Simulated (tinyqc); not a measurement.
# MOS capacitor on a p-type substrate, surface potential from the exact charge relation: what changes with what

Uniform p-type substrate, Boltzmann statistics, full ionisation, classical densities. psi is the surface potential against the body (positive when the bands bend down) and u = psi/Vt. Traps are spread evenly over the gap and neutral at flat band, so their charge is -q Dit psi; the minority quasi-Fermi level is shifted by Vb.

Values chosen for this exercise; band and dielectric values close to those of In0.53Ga0.47As: temperature T = 300 K; band gap Eg = 0.735 eV; relative permittivity eps_r = 13.7; conduction-band density of states at T Nc = 2.13e17 cm^-3; valence-band density of states at T Nv = 7.81e18 cm^-3; electron affinity chi = 4.48 eV; acceptor density of the substrate N = 2.9e17 cm^-3; relative permittivity of the gate insulator (close to hafnium oxide) eox = 22.6; insulator thickness tox = 14 nm; gate work function phiM = 4.66 eV; fixed charge at the interface, in units of q Nf = -2.9e11 cm^-2; density of interface traps Dit = 0 cm^-2 eV^-1; reverse bias of the inversion layer against the body Vb = 0 V.

Constants: q = 1.602176634e-19 C, kB = 1.380649e-23 J/K, Vt = kB T/q, eps0 = 8.8541878128e-14 F/cm where lengths are in cm. Results are converted to the units shown.

Each table varies one quantity; the others keep the values above.

## Capacitance-voltage curves

ni = sqrt(Nc Nv) exp(-Eg/(2 Vt)), Eg in volts; phiF = Vt ln(N/ni); Cox = eps0 eox/tox; Vfb = phiM - chi - (Eg - Vt ln(Nv/N)) - q Nf/Cox; Q0 = sqrt(2 eps0 eps_r q N Vt); r = (ni/N)^2 exp(-Vb/Vt); VT = Vfb + [(2 phiF + Vb)(1 + q Dit/Cox) + sqrt(2 eps0 eps_r q N (2 phiF + Vb))/Cox]. u = psi/Vt; F^2 = exp(-u) + u - 1 + r (exp(u) - u - 1); Qs = -sign(u) Q0 F; Cs = -dQs/dpsi = (Q0/Vt) |1 - exp(-u) + r (exp(u) - 1)|/(2 F). psi solves Vg = Vfb + psi + (q Dit psi - Qs)/Cox. Low frequency: 1/C_LF = 1/Cox + 1/(Cs + q Dit). High frequency, in the simple estimate in which traps and minority carriers do not follow: 1/C_HF = 1/Cox + 1/Cd, Cd being Cs with r = 0 at the same psi. Deep depletion: r = 0 and Dit = 0 both in the equation for psi and in Cs. Minority sheet density N_inv = (Q0/(2 q)) int_0^u r (exp(t) - 1)/F(t) dt for u > 0. N_inv under 1 cm^-2 is printed as 0. Regimes: accumulation when majority carriers gather, then depletion up to |psi| = phiF + Vb, weak inversion up to 2 phiF + Vb, strong inversion beyond.

Results:

| Vg (V) | psi (V) | C_LF/Cox | C_HF/Cox | C_deep/Cox | N_inv (cm^-2) | regime |
|---|---|---|---|---|---|---|
| -1.32 | -0.1535 | 0.9348 | 0.9348 | 0.9348 | 0 | accumulation |
| -0.99 | -0.1265 | 0.8954 | 0.8954 | 0.8954 | 0 | accumulation |
| -0.66 | -0.07612 | 0.7721 | 0.7721 | 0.7721 | 0 | accumulation |
| -0.32 | 0.06805 | 0.3418 | 0.3418 | 0.3418 | 16.69 | depletion |
| 0.35 | 0.6076 | 0.1493 | 0.1334 | 0.1334 | 5.204e9 | weak inversion |
| 0.68 | 0.7634 | 0.8246 | 0.1203 | 0.1117 | 1.380e12 | strong inversion |
| 1.01 | 0.8018 | 0.9183 | 0.1176 | 0.09803 | 3.960e12 | strong inversion |
| 1.35 | 0.8240 | 0.9467 | 0.1162 | 0.08815 | 6.788e12 | strong inversion |

Estimate the missing row, Vg = 0.01 V.

Computed row:

| Vg (V) | psi (V) | C_LF/Cox | C_HF/Cox | C_deep/Cox | N_inv (cm^-2) | regime |
|---|---|---|---|---|---|---|
| 0.01 | 0.3200 | 0.1780 | 0.1780 | 0.1780 | 1.107e5 | depletion |

With this row back in the table: C_LF/Cox is lowest, 0.149, at Vg = 0.35 V (weak inversion) among the rows listed and is 0.947 in the last row, where C_HF/Cox is 0.116 and the deep-depletion value 0.0881. Vfb = -0.437 V, where C_HF/Cox = 0.508 (Cox in series with eps0 eps_r/LD), and VT = 0.411 V. Over the last two rows psi moves by only 0.065 V a volt of gate bias, since the inversion charge screens the body. In strong accumulation and inversion degeneracy and confinement, left out here, lower the capacitance.

## Effect of the fixed charge at the interface on threshold and swing

ni = sqrt(Nc Nv) exp(-Eg/(2 Vt)), Eg in volts; phiF = Vt ln(N/ni); Cox = eps0 eox/tox; Vfb = phiM - chi - (Eg - Vt ln(Nv/N)) - q Nf/Cox; VT = Vfb + [(2 phiF + Vb)(1 + q Dit/Cox) + sqrt(2 eps0 eps_r q N (2 phiF + Vb))/Cox]. gamma = sqrt(2 eps0 eps_r q N)/Cox; Wm = sqrt(2 eps0 eps_r (2 phiF + Vb)/(q N)); m = 1 + (eps0 eps_r/Wm + q Dit)/Cox; swing m Vt ln 10; Cmin/Cox = 1/(1 + Cox Wm/(eps0 eps_r)).

The same in every row: 2 phiF (V) = 0.65784; gamma (V^0.5) = 0.23490; Wm (nm) = 58.608; m = 1.1448; swing (mV/decade) = 68.146; Cmin/Cox = 0.12649.

Effect of the fixed charge at the interface on threshold and swing:

| Nf (cm^-2) | Vfb (V) | VT (V) |
|---|---|---|
| -4e11 | -0.42502 | 0.42333 |
| -2e11 | -0.44744 | 0.40091 |
| 0 | -0.46986 | 0.37850 |
| 2e11 | -0.49228 | 0.35608 |
| 4e11 | -0.51470 | 0.33366 |
| 6e11 | -0.53712 | 0.31124 |
| 8e11 | -0.55954 | 0.28882 |

What does the table show?

As Nf goes from -4e11 to 8e11, VT falls from 0.423 to 0.289 V, the swing stays at 68.1 mV/decade and Cmin/Cox stays at 0.126. The whole change of VT is that of Vfb: the curve shifts rigidly.

tinyqc, about 0.01 s, one thread, Intel Xeon 2.30GHz (shared host): `OMP_NUM_THREADS=1 python tinyqc.py 2060137 2060138 out.jsonl`
